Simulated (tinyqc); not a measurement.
Donors on two lattice sites with valley-orbit split states, step by step. Values are carried at full precision from step to step, so a last printed digit may differ when a step is redone from the rounded ones.

Each donor binds at most one electron, in any of its states. For a site s, W_s = sum over its states of g exp(E/kT), and the ionised share is 1/(1 + W_s exp(eta)), eta = (EF - Ec)/kT; n = Nc F_1/2(eta); neutrality n + NA = ND x (mean ionised share, the two sites in equal numbers); holes are neglected. Nc from N = 2 (m kB T/(4 pi c))^(3/2) with c = hbar^2/2m0, in 1/angstrom^3; times 1e24 for 1/cm^3, m = md. F_j(eta) = (1/Gamma(j + 1)) integral_0^infinity x^j dx/(1 + exp(x - eta)), which tends to exp(eta) for eta << 0.

Constants: hbar^2/2m0 = 3.80998211 eV angstrom^2; kB = 8.617333262e-05 eV/K.

Values chosen for the exercise (near those of nitrogen in 4H-SiC; the results hold for these values, not for the real material):

| symbol | value | unit | meaning |
|---|---|---|---|
| md | 0.784 | m0 | density-of-states mass of the conduction band |
| E | (64.2, 56.4, 120.8, 74) | meV | binding energies of h ground, h excited, k ground, k excited |
| g | (2, 4, 2, 4) |  | their degeneracies with spin |
| T | 225 | K |  |
| ND | 1.7e+15 | 1/cm^3 | donors, half on each site |
| NA | 0 | 1/cm^3 | compensating acceptors, all ionised |
| mu0 | 38 | cm^2/(V s) | mobility at heavy doping |
| mu1 | 954 | cm^2/(V s) | mobility at light doping and 300 K |
| Nr | 2e+17 | 1/cm^3 | reference doping |
| de | 0.61 |  | doping exponent |
| ga | 2.4 |  | temperature exponent |

## Partition sums of the neutral donor

Give each term g exp(E/kT), W_s, and the effective degeneracy W_s exp(-E_ground/kT).

Nc = 1.1315e+19 1/cm^3

terms: h ground 54.83, h excited 73.34, k ground 1016, k excited 181.8

W_s: h 128.18, k 1197.7

effective degeneracy: h 4.675, k 2.358

The ground state alone would give 2 and all states together 6 on each site; here the excited states hold 57 % and 15 % of the bound electrons on the h and k sites.

## Neutrality

Solve for eta.

eta = -8.886
n = 1.56e+15 1/cm^3

ionised share: h 0.983, k 0.858

n is 0.920 of ND - NA. The deeper k site is ionised 0.87 times as much as the h site.

## Mobility and resistivity

Mobility (Caughey-Thomas form): mu = mu0 + (mu1 (T/300)^(-ga) - mu0)/(1 + ((ND + NA)/Nr)^de); rho = 1/(e n mu), e = 1.602176634e-19 C.

Compare with full ionisation, n = ND - NA.

mu = 1806.3 cm^2/(V s)
rho = 2.21 ohm cm
rho at full ionisation = 2.03 ohm cm

Incomplete ionisation raises rho by a factor 1.09.

## Checks

- n + NA against ND times the mean ionised share (1/cm^3): both 1.564e+15.

Run: tinyqc, `OMP_NUM_THREADS=1 python tinyqc.py 1652312 1652313 out.jsonl`; Intel(R) Xeon(R) Processor @ 2.30GHz, one thread, shared host; about 0.01 s of CPU time with all checks.
